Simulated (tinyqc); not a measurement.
Inside a calculation. Model: kinetic Monte Carlo and master equation for a particle on a ring of sites with traps and bias. Computed by tinyqc, a small Python program that keeps every step. Command: `OMP_NUM_THREADS=1 python tinyqc.py 3004185 3004186 out.jsonl kmc walk`. One thread of a shared host (Intel(R) Xeon(R) Processor @ 2.30GHz), about 0.09 s of CPU time with the checks. Intermediate numbers are printed to about 7 digits and carried at full precision; extremes and crossings named in words are read from the listed rows.

6 sites on a ring, numbered 1 to 6. The saddle between i and i+1 lies at E0 + s b_i and site i at s eps_i; a force F tilts the landscape, with the saddle half-way.

Inputs (values chosen for the exercise, for a model defect):
```
quantity                        value         unit
reference barrier E0             0.66           eV
scale factor s of the disorder      1            -
attempt frequency nu                9          THz
temperature T                     540            K
site spacing a                    3.7     angstrom
force F along the ring          0.015  eV/angstrom
seed of the random numbers      73332            -
```

Disorder: both.

site energies eps_i (eV): -0.097  -0.13  -0.049  0  -0.12  0

saddle shifts b_i between sites i and i+1 (eV): 0.0051  0.041  -0.024  0.021  0.013  -0.063

Constants: k_B = 8.617333262e-05 eV/K.

## Rate table

Rates: k(i to i+1) = nu exp(-(E0 + s b_i - s eps_i - F a/2)/(k_B T)), k(i to i-1) = nu exp(-(E0 + s b_(i-1) - s eps_i + F a/2)/(k_B T)). Share right = k right/(k right + k left); mean stay = 1/(k right + k left).

Rates, shares of right hops and mean stays:
```
site  k right (1/s)  k left (1/s)  share right  mean stay (s)
1      1.260697e+06       1652744    0.4327176   3.432367e-07
2      2.867956e+05        188212    0.6037706   2.105230e-06
3      6.609661e+06        496092    0.9301845   1.407311e-07
4      7.202957e+06       5747979    0.5561727   7.721450e-08
5      6.489683e+05        165799    0.7965072   1.227344e-06
6      4.380022e+07       2595357    0.9440603   2.155378e-08
```

The particle stays longest on site 2, 97.7 times as long as on the quickest site.

## Twelve steps of the residence-time algorithm

Random numbers:
```
step      r1      r2
1     0.2985  0.5118
2     0.8567  0.6105
3     0.0269  0.6027
4     0.8029  0.1884
5     0.9973  0.3024
6     0.5609  0.5944
7     0.5282  0.6775
8     0.2783  0.0943
9     0.7243  0.4488
10    0.1487  0.8791
11    0.1181  0.2420
12    0.8473  0.9200
```

Start on site 1 at t = 0. Hop right if r1 is below the share right, else left; advance the clock by -ln(r2) times the mean stay.

Trajectory:
```
step  site    hop      wait (s)     clock (s)  net hops
1        1  right  2.299073e-07  2.299073e-07         1
2        2   left  1.038882e-06  1.268790e-06         0
3        1  right  1.737930e-07  1.442583e-06         1
4        2   left  3.514024e-06  4.956607e-06         0
5        1   left  4.105127e-07  5.367120e-06        -1
6        6  right  1.121233e-08  5.378332e-06         0
7        1   left  1.336377e-07  5.511970e-06        -1
8        6  right  5.089437e-08  5.562864e-06         0
9        1   left  2.749937e-07  5.837858e-06        -1
10       6  right  2.777347e-09  5.840635e-06         0
11       1  right  4.869902e-07  6.327625e-06         1
12       2   left  1.755374e-07  6.503163e-06         0
```

## Steady state

Master equation dP/dt = W P, W_(i+1,i) = k right, W_(i-1,i) = k left, columns summing to zero. The steady state is its null vector; drift v = a sum P_i (k right - k left). D = a^2 lambda''(0)/2, where lambda(q) is the leading eigenvalue of W with right hops weighted by exp(q) and left hops by exp(-q). The slowest relaxation rate is minus the real part of the next eigenvalue of W. 1 angstrom = 1e-8 cm.

occupations P_i: 0.1781389  0.5140321  0.0394885  0.0231687  0.2355314  0.0096404

drift velocity v = 0.02837876 cm/s

diffusivity D = 1.513561e-09 cm^2/s

slowest relaxation rate = 1146578 1/s

The Boltzmann occupations exp(-s eps_i/(k_B T))/Z differ from these by at most 0.13: the current piles particles up in front of high saddles.

## Closed form at zero force

At zero force D0 = a^2 nu exp(-E0/(k_B T)) / [<exp(-s eps/(k_B T))> <exp(s b/(k_B T))>], with means over the ring; Einstein relation v = D0 F/(k_B T); 1 angstrom = 1e-8 cm.

zero-force diffusivity D0 = 9.944623e-10 cm^2/s

D0 over the value without disorder = 0.1165927

Einstein drift = 0.03205627 cm/s

F a/(k_B T) = 1.193; the true drift is 0.8853 times the Einstein value.

## Sampled drift against the exact one

400 independent walkers start on sites drawn with weights P_i (k right + k left), the steady shares of hops (random numbers not printed); the estimate is total displacement over total time, with its standard error from the spread between walkers.

Drift from sampling:
```
hops per walker  estimate (cm/s)  standard error (cm/s)  deviation in standard errors
10                    0.03116341            0.001312717                      2.121288
30                    0.02941497            0.000721528                      1.436134
100                   0.02908163            0.000410963                      1.710302
300                   0.02883758            0.000221333                      2.072993
1000                  0.02858575            0.000126683                      1.633936
3000                  0.02838643            0.000074566                      0.102856
```

The exact drift is 0.02838 cm/s. The standard error falls by a factor 3.24 from 100 to 1000 hops (sqrt10 = 3.16), and in the last row it is 0.26 % of the drift.

Checks made by the program: closed form against the master equation at zero force (relative difference 2e-06).
